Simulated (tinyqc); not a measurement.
Plane-wave Kohn-Sham cycle with exchange-only LDA in a layered model solid, step by step. Computed by tinyqc, a small Python program that keeps every step. Settings: points = 16, plane-wave index or count = 3, electrons = 2, k points = 2, area = 30.0, mixing = 0.5, iteration cap = 55. Command: `OMP_NUM_THREADS=1 python tinyqc.py 22838 22839 out.jsonl` (the two numbers bound the seeds that draw the settings). One thread of a shared host (Intel(R) Xeon(R) Processor @ 2.60GHz), about 0.01 s of CPU time with the checks. Later iterations appear only in the table of the cycle.

## Iteration 1: potential

A solid whose potential varies along x alone (atomic units):
```
parameter,value
period a,14.700000
cross-section of the cell,30.000000
electrons per cell,2
grid points,16
"plane waves -n..n, n",3
k points,2
V1 in V1 cos(2 pi x/a),-0.440000
```

density at the start, on the grid x_j = j a/N (e/bohr^3): 0.004535  0.004535  0.004535  0.004535  0.004535  0.004535  0.004535  0.004535  0.004535  0.004535  0.004535  0.004535  0.004535  0.004535  0.004535  0.004535

V_H(G) = 4 pi rho(G)/G^2 for G != 0 (uniform background); v_x = -(3 rho/pi)^(1/3); V = V_ext + V_H + v_x; Fourier components f(G_m) = (1/N) sum_j f(x_j) exp(-i G_m x_j).

Potentials on the grid (hartree):
```
x,V_ext,V_H,v_x,V
0.0000,-0.4400,0.0000,-0.1630,-0.6030
0.9187,-0.4065,0.0000,-0.1630,-0.5695
1.8375,-0.3111,0.0000,-0.1630,-0.4741
2.7563,-0.1684,0.0000,-0.1630,-0.3314
3.6750,0,0.0000,-0.1630,-0.1630
4.5938,0.1684,0.0000,-0.1630,0.0054
5.5125,0.3111,0.0000,-0.1630,0.1481
6.4313,0.4065,0.0000,-0.1630,0.2435
7.3500,0.4400,0.0000,-0.1630,0.2770
8.2688,0.4065,0.0000,-0.1630,0.2435
9.1875,0.3111,0.0000,-0.1630,0.1481
10.1062,0.1684,0.0000,-0.1630,0.0054
11.0250,0,0.0000,-0.1630,-0.1630
11.9437,-0.1684,0.0000,-0.1630,-0.3314
12.8625,-0.3111,0.0000,-0.1630,-0.4741
13.7812,-0.4065,0.0000,-0.1630,-0.5695
```

V(G_m), m = 0, 1, 2, ... (hartree): -0.1630  -0.2200  0.0000  0.0000  0.0000  0.0000  0.0000

## Iteration 1: Hamiltonian at one k

k = 0.2500 2 pi / a

H(m,m') = (k + G_m)^2/2 delta + V(G_m - G_m'), with V(-G) = V(G).

H (hartree), lower triangle:
```
,-3,-2,-1,+0,+1,+2,+3
-3,0.5278
-2,-0.2200,0.1168
-1,0.0000,-0.2200,-0.1116
+0,0.0000,0.0000,-0.2200,-0.1573
+1,0.0000,0.0000,0.0000,-0.2200,-0.0203
+2,0.0000,0.0000,0.0000,0.0000,-0.2200,0.2994
+3,0.0000,0.0000,0.0000,0.0000,0.0000,-0.2200,0.8019
```

## Iteration 1: levels at that k

Diagonalise the Hermitian matrix.

eigenvalues (hartree): -0.4671  -0.2081  0.0223  0.2134  0.3683  0.6359  0.8921

## Iteration 1: new density

Motion across x is left out: the lowest 1 band(s) hold two electrons at each of the k points (j + 1/2)/nk - 1/2. Residual R = rho(out) - rho(in); rho(new) = rho(in) + 0.5 R. rho(out) = 2/(a A nk) sum |psi|^2 with psi = sum c exp(i G x). Harris energy E = band energy - dV sum rho (V_H/2 + v_x) + (3/4) dV sum rho v_x with rho(in), dV = a A/N, band energy = (2/nk) sum of the filled levels.

rho(out) (e/bohr^3): 0.019125  0.015395  0.007984  0.002645  0.000577  0.000098  0.000017  0.000002  0.000000  0.000002  0.000017  0.000098  0.000577  0.002645  0.007984  0.015395

density after iteration 1 (e/bohr^3): 0.011830  0.009965  0.006259  0.003590  0.002556  0.002317  0.002276  0.002269  0.002268  0.002269  0.002276  0.002317  0.002556  0.003590  0.006259  0.009965

energy per cell = -0.852735 hartree

## Iteration 2: potential

As before.

Potentials on the grid (hartree):
```
x,V_ext,V_H,v_x,V
0.0000,-0.4400,0.3083,-0.2244,-0.3561
0.9187,-0.4065,0.2713,-0.2119,-0.3471
1.8375,-0.3111,0.1785,-0.1815,-0.3141
2.7563,-0.1684,0.0663,-0.1508,-0.2529
3.6750,0,-0.0374,-0.1346,-0.1721
4.5938,0.1684,-0.1208,-0.1303,-0.0827
5.5125,0.3111,-0.1808,-0.1295,0.0008
6.4313,0.4065,-0.2168,-0.1294,0.0603
7.3500,0.4400,-0.2289,-0.1294,0.0818
8.2688,0.4065,-0.2168,-0.1294,0.0603
9.1875,0.3111,-0.1808,-0.1295,0.0008
10.1062,0.1684,-0.1208,-0.1303,-0.0827
11.0250,0,-0.0374,-0.1346,-0.1721
11.9437,-0.1684,0.0663,-0.1508,-0.2529
12.8625,-0.3111,0.1785,-0.1815,-0.3141
13.7812,-0.4065,0.2713,-0.2119,-0.3471
```

V(G_m), m = 0, 1, 2, ... (hartree): -0.1556  -0.1104  0.0087  0.0006  0.0005  0.0003  0.0000

## Iteration 2: Hamiltonian at one k

k = 0.2500 2 pi / a

As before.

H (hartree), lower triangle:
```
,-3,-2,-1,+0,+1,+2,+3
-3,0.5352
-2,-0.1104,0.1241
-1,0.0087,-0.1104,-0.1042
+0,0.0006,0.0087,-0.1104,-0.1499
+1,0.0005,0.0006,0.0087,-0.1104,-0.0129
+2,0.0003,0.0005,0.0006,0.0087,-0.1104,0.3068
+3,0.0000,0.0003,0.0005,0.0006,0.0087,-0.1104,0.8092
```

## Iteration 2: levels at that k

As before.

eigenvalues (hartree): -0.2760  -0.1154  0.0264  0.1526  0.3220  0.5650  0.8336

## Iteration 2: new density

As before.

rho(out) (e/bohr^3): 0.015188  0.013225  0.008732  0.004378  0.001681  0.000507  0.000127  0.000030  0.000013  0.000030  0.000127  0.000507  0.001681  0.004378  0.008732  0.013225

density after iteration 2 (e/bohr^3): 0.013509  0.011595  0.007496  0.003984  0.002119  0.001412  0.001202  0.001149  0.001140  0.001149  0.001202  0.001412  0.002119  0.003984  0.007496  0.011595

energy per cell = -0.582131 hartree

## Convergence

Stop when sqrt(dV sum R^2) is below 1e-8, dV = a A/N.

Course of the cycle:
```
iteration,E (hartree),norm of the residual
1,-0.852735,1.34e-01
2,-0.582131,4.65e-02
3,-0.546900,1.94e-02
4,-0.545474,1.22e-02
5,-0.545474,6.09e-03
6,-0.545504,2.98e-03
7,-0.545520,1.47e-03
8,-0.545526,7.34e-04
9,-0.545528,3.70e-04
10,-0.545529,1.87e-04
11,-0.545529,9.55e-05
...,...,...
15,-0.545529,6.59e-06
16,-0.545529,3.39e-06
17,-0.545529,1.75e-06
18,-0.545529,9.00e-07
19,-0.545529,4.65e-07
20,-0.545529,2.40e-07
21,-0.545529,1.24e-07
22,-0.545529,6.43e-08
23,-0.545529,3.34e-08
24,-0.545529,1.73e-08
25,-0.545529,8.99e-09
```

Converged in 25 iterations. Before convergence this energy mixes input and output and is not variational, so it may rise towards its limit.
